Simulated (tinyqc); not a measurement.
From results back to parameters: Shockley-Read-Hall recombination through one deep level. Five cases, with inputs chosen for the exercise.

Problem. Deep-level transient spectroscopy: the emission rate is en = gam sigma T^2 exp(-dE/kB T), dE = Ec - Et. Two rates were computed from hidden dE and sigma.

Constants: kB = 8.617333262e-05 eV/K.

Find: ln(en/T^2) at T1 and T2; dE; sigma.

Method. ln(en/T^2) against 1/T is a line of slope -dE/kB and intercept ln(gam sigma); plotting ln en alone would overstate dE by about 2 kB T.

Case 1.

Values chosen (out of a larger set: gap and densities of states near those of Si at this temperature; not measured data): gam = 5.5e+21 1/(cm^2 s K^2) (vth Nc/T^2, which does not depend on T); T1 = 73 K; T2 = 83 K.

en(T1) = 1.97444 1/s
en(T2) = 46.9099 1/s

Solution.

ln(en/T^2) at T1 and T2: -7.9006  -4.9895

dE = 0.152 eV
sigma = 2.1e-15 cm^2

Case 2.

Values chosen (out of a larger set: gap and densities of states near those of GaAs at this temperature; not measured data): gam = 6.2e+19 1/(cm^2 s K^2) (vth Nc/T^2, which does not depend on T); T1 = 80 K; T2 = 92 K.

en(T1) = 0.223953 1/s
en(T2) = 6.71990 1/s

Solution.

ln(en/T^2) at T1 and T2: -10.2604  -7.1385

dE = 0.165 eV
sigma = 1.4e-14 cm^2

Case 3.

Values chosen (out of a larger set: gap and densities of states near those of Si at this temperature; not measured data): gam = 4.1e+21 1/(cm^2 s K^2) (vth Nc/T^2, which does not depend on T); T1 = 187 K; T2 = 212 K.

en(T1) = 153.062 1/s
en(T2) = 3316.04 1/s

Solution.

ln(en/T^2) at T1 and T2: -5.4314  -2.6066

dE = 0.386 eV
sigma = 2.7e-14 cm^2

Case 4.

Values chosen (out of a larger set: gap and densities of states near those of SiC at this temperature; not measured data): gam = 3.4e+21 1/(cm^2 s K^2) (vth Nc/T^2, which does not depend on T); T1 = 380 K; T2 = 421 K.

en(T1) = 406.523 1/s
en(T2) = 5167.54 1/s

Solution.

ln(en/T^2) at T1 and T2: -5.8727  -3.5351

dE = 0.786 eV
sigma = 2.2e-14 cm^2

Case 5.

Values chosen (out of a larger set: gap and densities of states near those of Si at this temperature; not measured data): gam = 7.3e+21 1/(cm^2 s K^2) (vth Nc/T^2, which does not depend on T); T1 = 186 K; T2 = 216 K.

en(T1) = 129.297 1/s
en(T2) = 4859.24 1/s

Solution.

ln(en/T^2) at T1 and T2: -5.5894  -2.2619

dE = 0.384 eV
sigma = 1.3e-14 cm^2

Computed by tinyqc, one run a case: `OMP_NUM_THREADS=1 python tinyqc.py N N+1 out.jsonl` with N = 1681610, 1681629, 1681673, 1681687, 1681705; one thread of a shared Intel(R) Xeon(R) Processor @ 2.30GHz, about 0.01 s a run at most.
